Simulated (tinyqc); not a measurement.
# Concentration-dependent dopant diffusion with charged defects and the built-in field, step by step

A worked calculation. Computed by tinyqc, a small Python program that keeps every step. Command: `OMP_NUM_THREADS=1 python tinyqc.py 3002464 3002465 out.jsonl extrinsic walk`. One thread of a shared host (Intel(R) Xeon(R) Processor @ 2.30GHz), about 0.09 s of CPU time with the checks. Intermediate numbers are printed to about 5 digits and carried at full precision; extremes and crossings named in words are read from the listed rows.

A constant source C_s feeds a half space. The dopant moves through neutral point defects and through charged ones, whose number grows with the majority carrier density n.

Inputs (values chosen for the exercise, modelled on arsenic in silicon):
```
quantity,value,unit
neutral prefactor D0x,0.0111,cm^2/s
neutral activation energy E0,3.46,eV
singly charged prefactor D01,35.1,cm^2/s
activation energy E1,4.16,eV
surface concentration C_s,1.8e+20,1/cm^3
junction level C_B,2e+16,1/cm^3
temperature T,900,C
time t,960,s
```

Field enhancement: on.

Constants: k_B = 8.617333262e-05 eV/K.

## Intrinsic density and partial diffusivities

n_i = 3.87e16 T^1.5 exp(-7014/T) per cm^3 (T in kelvin, an empirical form); each D = prefactor x exp(-E/(k_B T)); the intrinsic diffusivity D_i is their sum. Temperatures in kelvin are T(C) + 273.15.

n_i = 3.9372e+18 1/cm^3

partial diffusivities (cm^2/s): Dx 1.5184e-17, D1 4.7229e-17

intrinsic diffusivity D_i = 6.2413e-17 cm^2/s

## Diffusivity at the surface

n = C/2 + sqrt(C^2/4 + n_i^2); D(C) = h [Dx + D1 (n/n_i)], h = 1 + C/sqrt(C^2 + 4 n_i^2).

n/n_i = 45.739

field factor h = 1.9990

surface diffusivity D_s = 4.3487e-15 cm^2/s

enhancement D_s/D_i = 69.677

C_s is 45.7 times n_i: diffusion is extrinsic near the surface. At such a C_s dopants can cluster or exceed their solubility, which the model leaves out.

## Similarity solution

With y = x/sqrt(D_s t), u = C/C_s and q = -(D/D_s) du/dy: du/dy = -q D_s/D, dq/dy = -(y/2) q D_s/D, u(0) = 1. The surface flux q(0) is shot so that u tends to 0 (LSODA, an adaptive multistep solver, relative tolerance 1e-10). Dose Q = 2 q(0) C_s sqrt(D_s t). The junction lies where C = C_B.

surface flux q(0) = 0.44484

dose Q = 3.2721e+14 1/cm^2

junction in units of sqrt(D_s t) = 1.7159

junction depth x_j = 35.060 nm

For a constant D, q(0) = 1/sqrt(pi) = 0.5642; for D proportional to C it tends to 0.444, with the front at y = 1.616. Caution: at such concentrations dopants can cluster or exceed their solubility; the active fraction and the diffusivity then fall below the model.

## Where the concentration falls to given levels

For comparison, erfc profiles with a constant D: x = 2 sqrt(D t) erfc^-1(C/C_s), with D = D_i and D = D_s.

Depth (nm):
```
C/C_s,D/D_s,full,erfc with D_i,erfc with D_s
8.00e-01,0.80139,8.404,0.877,7.32
5.00e-01,0.50348,18.901,2.335,19.49
2.00e-01,0.20553,27.827,4.436,37.03
1.00e-01,0.10618,30.599,5.694,47.53
3.00e-02,0.03774,32.599,7.512,62.71
1.00e-02,0.02093,33.353,8.917,74.43
1.00e-03,0.01494,34.296,11.391,95.08
1.00e-04,0.01441,35.096,13.468,112.42
```

The depth between C/C_s = 0.1 and 1e-4 spans 4.50 nm in the full profile, against 7.77 nm for D_i and 64.9 nm for D_s; the ratio of the depths at 1e-4 and at 0.5 is 1.86, against 5.77 for any erfc. The profile is box-like: fast diffusion in the heavily doped part feeds a front that moves slowly where D drops to D_i. Caution: at such a C_s dopants can cluster or exceed their solubility, which the model leaves out.

Checks made by the program: dose from the flux against the area under the profile (relative difference 1e-08).
